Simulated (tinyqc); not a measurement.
# Changing the field over the saturation field

Model: two coupled magnetic layers: synthetic antiferromagnet, spin flop, exchange bias and magnetoresistance. Computed by tinyqc, a small Python program. Command: `OMP_NUM_THREADS=1 python tinyqc.py 3020872 3020873 out.jsonl saf sweep`. One thread of a shared host (Intel(R) Xeon(R) Processor @ 2.30GHz), about 1 s of CPU time with the checks.

Moments lie in the plane at the angles p1, p2 from the field. Energy per area: E = J1 cos(p1 - p2) + J2 cos^2(p1 - p2) - B M_s (t1 cos p1 + t2 cos p2) + K (t1 sin^2 p1 + t2 sin^2 p2).

Inputs (values chosen for the exercise, for a model stack): saturation magnetisation M_s = 1470 kA/m; thickness t1 = 2 nm; thickness t2 = 1.1 nm; antiferromagnetic coupling J1 = 0.087 mJ/m^2; biquadratic coupling J2 = 0 mJ/m^2; in-plane anisotropy K = 0.52 kJ/m^3; spin polarisation P1 = 0.58; spin polarisation P2 = 0.54; resistance-area product, parallel = 3.5 ohm micrometre^2.

Field direction: along the easy axis.

Method:
- The parallel state is stable while the Hessian at p1 = p2 = 0 is positive: with c = J1 + 2 J2 and u = B M_s + 2K, (u t1 - c)(u t2 - c) > c^2, so B_sat M_s = c (1/t1 + 1/t2) - 2K. B_K = 2K/M_s.
- The lowest minimum of E over both angles (from five starts; of two mirror images the one with p1 >= 0, and for equal layers |p1| <= |p2|).
- Julliere: TMR = 2 P1 P2/(1 - P1 P2). Conductance G(theta) = G0 (1 + P1 P2 cos theta), so RA(theta) = RA_P (1 + P1 P2)/(1 + P1 P2 cos theta); theta = p2 for the layer next to the barrier.

One run for each value:
```
field over the saturation field  m/m_sat along B  p1 (degrees)  p2 (degrees)  RA at this field (ohm micrometre^2)
0.05                                     0.29032         0.000       -180.00                               6.6922
0.16                                     0.29032         0.000       -180.00                               6.6922
0.28                                     0.29032         0.000       -180.00                               6.6922
0.39                                     0.37518        25.672       -125.55                               5.6194
0.51                                     0.50409        32.541        -96.44                               4.7635
0.62                                     0.61708        32.273        -78.36                               4.3230
0.74                                     0.73861        28.603        -60.97                               3.9898
0.85                                     0.84938        22.571        -44.37                               3.7555
0.97                                     0.96990        10.371        -19.11                               3.5466
```

Describe the trends.

Over the rows, m/m_sat along B rises from 0.290 to 0.970, flat over part of the range; p1 (degrees) goes from 0 through a maximum among these rows, 32.5 at 0.510, to 10.4; p2 (degrees) rises from -180 to -19.1.

Extremes, crossings and ranges named in words are read from the listed rows.
